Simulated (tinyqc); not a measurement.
Equation-of-state fits to an energy-volume table made by a known binding curve: one step, computed by the program tinyqc.

With x = (V/V_0)^(1/3), the energy per atom is E = D [exp(-2 eta (x - 1)) - 2 exp(-eta (x - 1))], so that B0 = 2 D eta^2/(9 V_0) and B' = 1 + eta. B' = dB/dP at P = 0.

Problem. Errors of the Birch-Murnaghan fit. Third-order Birch-Murnaghan is a cubic in u = V^(-2/3): fit it by linear least squares, find the minimum, and take B0 = V E''(V), B' = -1 - V E'''/E'' there. Errors are fitted minus exact, relative; the pressure at c V_0 uses P = (3 B0/2) (x^7 - x^5) [1 + (3/4)(B' - 4)(x^2 - 1)], x = (V0/V)^(1/3) with the fitted values.

Inputs (values chosen for the exercise, for a model crystal): true volume V_0 = 28.5 angstrom^3/atom; compression V/V_0 for the pressure test = 0.75.

Binding curve: Morse. Noise: added.

fitted B0 = 41.70123 GPa

exact B0 = 41.72774 GPa

fitted B' = 5.793855

exact B' = 5.85

fitted V0 = 28.50216 angstrom^3

exact pressure at c V_0 = 27.19128 GPa

Give: error of B0; error of B'; fitted pressure at c V_0; error of that pressure.

Solution.

error of B0 = -0.0635 %

error of B' = -0.960 %

fitted pressure at c V_0 = 27.4 GPa

error of that pressure = 0.947 %
